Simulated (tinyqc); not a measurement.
# A spin-degenerate level with charging energy between two leads, rate equations: effects of single changes

States 0, up, down and 2 with energies 0, e1 - Ez/2, e1 + Ez/2 and 2 e1 + U. mu_L = +V/2, mu_R = -V/2 (meV), f(x) = 1/(1 + exp(x/kB T)). A transition that adds one electron of given spin at the energy E has the rate G f(E - mu) from each lead, and its reverse G [1 - f(E - mu)]. I counts electrons leaving the left lead, times q.

Parameters, values chosen for the exercise: charging energy of the second electron U = 1.1 meV; level e1 = -0.29 meV; tunnel rate to the left lead GL = 0.24 1/ns; tunnel rate to the right lead GR = 3 1/ns; temperature T = 0.19 K; Zeeman splitting Ez = 0.25 meV.

Constants: q = 1.602176634e-19 C, kB = 1.380649e-23 J/K, Vt = kB T/q. Results are converted to the units shown.

Each table varies one quantity; the others keep the values above.

## Current against bias

Transition energies: 0-up e1 - Ez/2, 0-down e1 + Ez/2, up-2 e1 + U + Ez/2, down-2 e1 + U - Ez/2. dp/dt = W p; W_ji is the rate from state i to j, and each column sums to zero. Steady state: W p = 0 with sum p = 1. I = q GL sum over transitions i-j of [fL p_i - (1 - fL) p_j].

Result of one run:
```
V (mV)  I (pA)  I (GL + GR)/(q GL GR)  mean number  p(up) - p(down)
1.2      66.31                  1.862       0.1380          4.21e-5
```

What becomes of these results when the bias V is changed from 1.2 to 1.38 mV, all else the same?

Result of the changed run:
```
V (mV)  I (pA)  I (GL + GR)/(q GL GR)  mean number  p(up) - p(down)
1.38     67.61                  1.899       0.1407          3.17e-3
```

The whole series:
```
V (mV)    I (pA)  I (GL + GR)/(q GL GR)  mean number  p(up) - p(down)
0.11    2.009e-8              5.642e-10        1.000             1.00
0.29    4.906e-6               1.378e-7        1.000             1.00
0.47    0.001197               3.361e-5        1.000             1.00
0.65      0.2906               0.008163       0.9962            0.996
0.83       34.33                 0.9643       0.5536            0.482
1.01       66.04                  1.855       0.1412          3.80e-3
1.2        66.31                  1.862       0.1380          4.21e-5
1.38       67.61                  1.899       0.1407          3.17e-3
1.56       68.56                  1.926       0.1426          5.47e-3
1.74       68.62                  1.927       0.1428          5.39e-3
1.92       70.74                  1.987       0.1472          9.79e-4
2.1        71.21                  2.000       0.1481          4.88e-6
2.28       71.21                  2.000       0.1481          2.00e-8
```

The scaled current rises from 5.64e-10 to 2.00. A transition enters the bias window when V = 2 |E|: at 0.330, 0.830, 1.37, 1.87 mV, each step a few kB T = 0.0164 meV wide. With all four transitions inside, the scaled current tends to 2 and the mean number to 2 GL/(GL + GR) = 0.148; the last row has 2.00 and 0.148.

## Effect of unequal tunnel rates

Same model as above.

Here e1 = 0.275 meV, Ez = 0 and V = +/- 1.65 mV, so that only the 0-1 transitions lie in the window.

Effect of unequal tunnel rates:
```
GR (1/ns)  I at +V (pA)  I at -V (pA)  |I(+V)/I(-V)|  (GL + 2 GR)/(2 GL + GR)
0.01              1.569        -2.958         0.5306                   0.5306
0.024             3.662        -6.409         0.5714                   0.5714
0.056             8.035        -12.23         0.6567                   0.6567
0.13              16.39        -20.00         0.8197                   0.8197
0.3               29.58        -27.47          1.077                    1.077
0.7               45.62        -32.83          1.390                    1.390
1.6               59.16        -35.77          1.654                    1.654
3.8               68.28        -37.28          1.832                    1.832
```

The ratio of the two currents rises from 0.531 to 1.83 and agrees with the last column to better than 0.01 %. An empty dot can be filled with either spin but a filled one empties in one way, so I = 2 q G_in G_out/(2 G_in + G_out): the current is larger when the slower junction is the entrance.

Range of the model: Rate equations need hbar G well below kB T; cotunnelling and the Kondo effect are left out.

Program tinyqc, `OMP_NUM_THREADS=1 python tinyqc.py 2780005 2780006 out.jsonl`; Intel Xeon 2.30GHz, shared host, one thread, about 0.01 s.
